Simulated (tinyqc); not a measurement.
The size of the error: propagation of a band-gap error through k.p and effective-mass formulas.

Chain, for a gap E (the reference Eg or another value), with Ep and Dso kept: 1/me = 1 + Ep (E + 2 Dso/3)/(E (E + Dso)); g* = 2 - 2 Ep Dso/(3 E (E + Dso)); g1(E) = g1 + (Ep/3)(1/E - 1/Eg), g2(E) = g2 + (Ep/6)(1/E - 1/Eg), light hole 1/(g1 + 2 g2), heavy hole 1/(g1 - 2 g2) along [100]; optical constant ei(E) = 1 + (ei - 1)(EP/(EP + E - Eg))^2, static e0(E) = ei(E) + e0 - ei.

Donor: R = Ry me/e0^2, a_B = a0 e0/me, Mott density (0.26/a_B)^3. Nc, Nv = 2 (m kT/(4 pi c))^(3/2), c = hbar^2/2m0, ni = sqrt(Nc Nv) exp(-E/2kT). Exciton: Ry mu/e0^2 with 1/mu = 1/me + g1(E). 1 angstrom^-3 = 1e24 cm^-3.

Constants: Ry = 13.60569312 eV; a0 (Bohr radius) = 0.5291772105 angstrom; kB = 8.617333262e-05 eV/K; hbar^2/2m0 = 3.80998211 eV angstrom^2.

Parameters, chosen for this exercise (reference values near those of GaAs, gap at low temperature; shifted at random, so the results belong to these values and not to a real crystal):
```
symbol  value  unit  meaning
Eg      1.514  eV    gap at Gamma to the s-like level
Dso     0.343  eV    spin-orbit splitting
Ep      25.4   eV    Kane energy
g1      6.96         Luttinger gamma1
g2      2.06         gamma2
e0      13.11        static dielectric constant
ei      10.93        optical dielectric constant
EP      5.16   eV    mean (Penn) gap
mh      0.57   m0    density-of-states mass of the holes
T       77     K     temperature
```

E = f Eg; ratios against f = 1.

Results:
```
f     E (eV)  me ratio  light-hole ratio  e0 ratio  donor ratio  Mott ratio       g*  log10 ni ratio
0.25   0.379     0.291             0.248     1.488        0.132     0.00751  -19.268           36.76
0.40   0.606     0.442             0.398     1.358        0.240      0.0344   -8.110           29.46
0.60   0.908     0.634             0.598     1.215        0.430       0.142   -3.109           19.67
0.80   1.211     0.820             0.798     1.097        0.681       0.417   -1.085            9.84
1.00   1.514     1.000             1.000     1.000        1.000        1.00   -0.066            0.00
1.20   1.817     1.176             1.202     0.918        1.394        2.10    0.520           -9.86
1.50   2.271     1.432             1.507     0.819        2.137        5.35    1.022          -24.66
2.00   3.028     1.839             2.019     0.695        3.804        18.5    1.431          -49.35
```

Between f = 0.8 and 1.2 the mean powers d ln(ratio)/d ln f are 0.89 for me, 1.01 for the light hole, -0.44 for e0, 1.77 for the donor energy and 3.99 for the Mott density; ni moves by -3.25 decades per 0.1 eV, against -0.1 eV/(2 kT ln 10) = -3.27 from the exponential alone, the rest coming from Nc through me^(3/4). g* changes sign between f = 1.00 and 1.20; the place of this zero hangs on remote bands, which are left out.

tinyqc: `OMP_NUM_THREADS=1 python tinyqc.py 1880046 1880047 out.jsonl`; about 0.01 s, one thread, shared Intel(R) Xeon(R) Processor @ 2.30GHz.
